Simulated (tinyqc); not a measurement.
## Metal gate on a two-layer dielectric stack with fixed charge and a dipole: flat band against the thickness t2

Gate, layer 2, layer 1, p-type semiconductor; x runs from the gate inwards. Charges are counted in units of +q. psi is the band bending at the surface, positive towards inversion. Classical charge, Boltzmann statistics, no interface traps.

EOT = 3.9 (t1/e1 + t2/e2), Cox = eps0/(t1/e1 + t2/e2); phi_ms = pM - (chi + Eg - Vt ln(Nv/Na)). Vfb = phi_ms + Vd - (q/eps0) [Q1 (t1/e1 + t2/e2) + Q2 t2/e2 + r1 (t1^2/(2 e1) + t1 t2/e2) + r2 t2^2/(2 e2)]: each charge counts with its electrical distance from the gate. ni = sqrt(Nc Nv) exp(-Eg/(2 Vt)), Eg in volts, pB = Vt ln(Na/ni), Vth = Vfb + 2 pB + sqrt(4 q eps0 eps_r Na pB)/Cox.

Inputs (values chosen for the exercise); band and dielectric values close to those of germanium, layer 1 close to silicon dioxide, layer 2 close to zirconium oxide:
- T = 300 K (temperature)
- Eg = 0.664 eV (band gap)
- eps_r = 15.7 (relative permittivity)
- Nc = 1.02e19 cm^-3 (conduction-band density of states at T)
- Nv = 5.95e18 cm^-3 (valence-band density of states at T)
- chi = 4.03 eV (electron affinity)
- Na = 6.5e17 cm^-3 (acceptor density)
- pM = 4.41 eV (work function of the gate metal)
- t1 = 1.3 nm (thickness of layer 1, next to the semiconductor)
- e1 = 3.89 (relative permittivity of layer 1)
- e2 = 25.7 (relative permittivity of layer 2)
- Q1 = 1.9e12 cm^-2 (fixed charge at the semiconductor interface)
- Q2 = 2e11 cm^-2 (fixed charge between the layers)
- r1 = 0 cm^-3 (uniform charge density in layer 1)
- r2 = 5.4e18 cm^-3 (uniform charge density in layer 2)
- Vd = 0 V (flat-band shift by a dipole layer between the layers)

Constants: q = 1.602176634e-19 C, kB = 1.380649e-23 J/K, Vt = kB T/q, eps0 = 8.8541878128e-14 F/cm where lengths are in cm. Results are converted to the units shown.

Flat band against the thickness t2:

| t2 (nm) | EOT (nm) | Vfb (V) | Vth (V) |
|---|---|---|---|
| 1 | 1.455 | -0.3583 | 0.3432 |
| 2 | 1.607 | -0.3788 | 0.3400 |
| 3 | 1.759 | -0.4031 | 0.3330 |
| 4 | 1.910 | -0.4312 | 0.3222 |
| 5 | 2.062 | -0.4631 | 0.3076 |
| 6 | 2.214 | -0.4988 | 0.2892 |
| 7 | 2.366 | -0.5383 | 0.2670 |
| 8 | 2.517 | -0.5816 | 0.2410 |

Vfb falls from -0.358 to -0.582 V and Vth falls from 0.343 to 0.241 V. The slope dVfb/dEOT is -135 mV/nm between the first two rows and -285 between the last two: the charge inside the growing layer bends the line. A line through the end rows meets EOT = 0 at -0.0525 V, against phi_ms + Vd = -0.227 V; an effective work function read from it is off by 174 mV from pM. In every row Na exceeds a tenth of Nv, where Boltzmann statistics begin to fail.

tinyqc, about 0.01 s, one thread, Intel Xeon 2.30GHz (shared host): `OMP_NUM_THREADS=1 python tinyqc.py 2010069 2010070 out.jsonl`
